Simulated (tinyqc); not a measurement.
Long-channel MOSFET, surface-potential model: effect of the temperature.

n-channel transistor on a uniformly doped p-type body, gradual-channel approximation, constant mobility, Boltzmann statistics, full ionisation. Potentials are counted from the neutral body; V is the electron quasi-Fermi potential, Vsb at the source and Vsb + Vds at the drain. Charges are magnitudes per area.

Nc and Nv are given at 250 K and scale as (T/250 K)^1.5; Eg, Vfb and mu are held fixed. ni = sqrt(Nc Nv) exp(-Eg/(2 Vt)), Eg in volts; phiF = Vt ln(Na/ni); Cox = eps0 eox/tox; gamma = sqrt(2 q eps0 eps_r Na)/Cox. The surface potential psi at channel potential V solves Vgs + Vsb - Vfb - psi = gamma sqrt(G), G = psi - Vt + Vt exp((psi - 2 phiF - V)/Vt). Charge sheet: Qi = Cox gamma [sqrt(G) - sqrt(psi - Vt)]; I = mu (W/L) [integral of Qi dpsi from psi_0 to psi_L (drift) + Vt (Qi0 - QiL) (diffusion)], with psi_0 at V = Vsb and psi_L at V = Vsb + Vds. VT = Vfb + 2 phiF + gamma sqrt(2 phiF + Vsb), m = 1 + gamma/(2 sqrt(2 phiF + Vsb)). The swing is 20 mV/log10[I(VT - 0.14 V)/I(VT - 0.16 V)] of the charge-sheet current at the given Vds.

Inputs (values chosen for the exercise); material values close to those of silicon:
```
symbol    value        unit                                                         meaning
Eg         1.13          eV                                                        band gap
eps_r      11.9                                  relative permittivity of the semiconductor
Nc      2.12e19       cm^-3  conduction-band density of states at the reference temperature
Nv      2.05e19       cm^-3     valence-band density of states at the reference temperature
Na       3.6e16       cm^-3                                    acceptor density of the body
eox        24.8                                 relative permittivity of the gate insulator
tox          76          nm                                             insulator thickness
Vfb       -0.65           V                                               flat-band voltage
mu          500  cm^2/(V s)                                                channel mobility
W             2          um                                                      gate width
L             2          um                                                     gate length
Vsb           0           V                                        source-body reverse bias
Vgs        0.42           V                                             gate-source voltage
Vds         1.2           V                                            drain-source voltage
```

Constants: q = 1.602176634e-19 C, kB = 1.380649e-23 J/K, Vt = kB T/q, eps0 = 8.8541878128e-14 F/cm where lengths are in cm. Results are converted to the units shown.

The same in every row: gamma (V^0.5) = 0.3816.

Result of one run:

| VT (V) | m | swing (mV/decade) | I at Vgs, Vds (uA) |
|---|---|---|---|
| 0.5589 | 1.206 | 61.75 | 8.880e-5 |

Which temperature T gave this result: 250, 310, 340 or 400 K?

T = 250 K.

The whole series:

| T (K) | VT (V) | m | swing (mV/decade) | I at Vgs, Vds (uA) |
|---|---|---|---|---|
| 220 | 0.6073 | 1.202 | 53.91 | 4.002e-6 |
| 250 | 0.5589 | 1.206 | 61.75 | 8.880e-5 |
| 280 | 0.5092 | 1.211 | 69.79 | 0.001077 |
| 310 | 0.4583 | 1.217 | 78.07 | 0.008286 |
| 340 | 0.4063 | 1.223 | 86.64 | 0.04273 |
| 370 | 0.3531 | 1.230 | 95.57 | 0.1503 |
| 400 | 0.2988 | 1.238 | 105.0 | 0.3851 |

As T goes from 220 to 400 K, VT falls from 0.607 to 0.299 V, the swing rises from 53.9 to 105 mV a decade and the current rises from 4.00e-6 to 0.385 uA. The swing is 2.8 % above m Vt ln 10 in the first row and 6.8 % above it in the last. The gate voltage is below VT in 4 of the 7 rows. In every row the mobility is held fixed, though a real channel mobility changes with T and would alter the trend of the current.

Program tinyqc, `OMP_NUM_THREADS=1 python tinyqc.py 2360173 2360174 out.jsonl`; Intel Xeon 2.30GHz, shared host, one thread, about 0.06 s.
